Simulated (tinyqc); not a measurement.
Defect, radiative and Auger recombination at equal electron and hole densities (ABC model): one step. Shares, lifetimes and light. Four cases, with inputs chosen for the exercise.

Task: Shares of the three paths; lifetime n/G = 1/(Ae + B n + C n^2); differential lifetime 1/(Ae + 2 B n + 3 C n^2) and bandwidth 1/(2 pi tau_d); optical power density ex IQE J Eph/e.

J/(e d) = Ae n + B n^2 + C n^3 with Ae = A + 4 S/w (four side walls, carriers spread evenly), e = 1.602176634e-19 C, lengths in cm; internal efficiency IQE = B n^2/(Ae n + B n^2 + C n^3); all injected carriers recombine in the layer.

Give: shares; lifetime; differential lifetime; bandwidth; optical power density.

Case 1.

Values chosen (orders of magnitude like those quoted for Ge; shifted at random, so the results belong to these values and not to a real crystal):
- B = 7.2e-14 cm^3/s (radiative coefficient)
- C = 2.4e-31 cm^6/s (Auger coefficient)
- J = 0.77 A/cm^2 (current density)
- ex = 0.46 (extraction efficiency)
- Eph = 0.64 eV (photon energy)

Ae = 26000.0 1/s
n = 6.87492e+17 1/cm^3

Result:

shares: defect 0.1376, radiative 0.2620, Auger 0.6004

lifetime = 5.29e+03 ns
differential lifetime = 2.15e+03 ns
bandwidth = 0.0741 MHz
optical power density = 0.0594 W/cm^2

The Auger path is the largest; the device runs above its efficiency peak, where the defect and Auger shares are equal.

Case 2.

Values chosen (orders of magnitude like those quoted for InP; shifted at random, so the results belong to these values and not to a real crystal):
- B = 9.5e-11 cm^3/s (radiative coefficient)
- C = 8.8e-31 cm^6/s (Auger coefficient)
- J = 21000 A/cm^2 (current density)
- ex = 0.05 (extraction efficiency)
- Eph = 1.3 eV (photon energy)

Ae = 2.40083e+07 1/s
n = 9.75084e+18 1/cm^3

Result:

shares: defect 0.0232, radiative 0.8959, Auger 0.0809

lifetime = 0.967 ns
differential lifetime = 0.470 ns
bandwidth = 339 MHz
optical power density = 1.22e+03 W/cm^2

The radiative path is the largest; the device runs above its efficiency peak, where the defect and Auger shares are equal. At this density the bands are degenerate: B saturates and stimulated emission, left out, would clamp n in a laser cavity.

Case 3.

Values chosen (orders of magnitude like those quoted for InP; shifted at random, so the results belong to these values and not to a real crystal):
- B = 1.4e-10 cm^3/s (radiative coefficient)
- C = 6.5e-31 cm^6/s (Auger coefficient)
- J = 380000 A/cm^2 (current density)
- ex = 0.15 (extraction efficiency)
- Eph = 1.34 eV (photon energy)

Ae = 2.00000e+07 1/s
n = 2.87526e+19 1/cm^3

Result:

shares: defect 0.0044, radiative 0.8784, Auger 0.1173

lifetime = 0.218 ns
differential lifetime = 0.103 ns
bandwidth = 1.54e+03 MHz
optical power density = 6.71e+04 W/cm^2

The radiative path is the largest; the device runs above its efficiency peak, where the defect and Auger shares are equal. At this density the bands are degenerate: B saturates and stimulated emission, left out, would clamp n in a laser cavity.

Case 4.

Values chosen (orders of magnitude like those quoted for GaAs; shifted at random, so the results belong to these values and not to a real crystal):
- B = 1.2e-10 cm^3/s (radiative coefficient)
- C = 5.5e-30 cm^6/s (Auger coefficient)
- J = 150 A/cm^2 (current density)
- ex = 0.23 (extraction efficiency)
- Eph = 1.43 eV (photon energy)

Ae = 1.10000e+07 1/s
n = 7.84374e+17 1/cm^3

Result:

shares: defect 0.1014, radiative 0.8674, Auger 0.0312

lifetime = 9.22 ns
differential lifetime = 4.78 ns
bandwidth = 33.3 MHz
optical power density = 42.8 W/cm^2

The radiative path is the largest; the device runs below its efficiency peak, where the defect and Auger shares are equal.

Computed by tinyqc, one run a case: `OMP_NUM_THREADS=1 python tinyqc.py N N+1 out.jsonl` with N = 1651302, 1651451, 1651564, 1651565; one thread of a shared Intel(R) Xeon(R) Processor @ 2.30GHz, about 0.01 s a run at most.
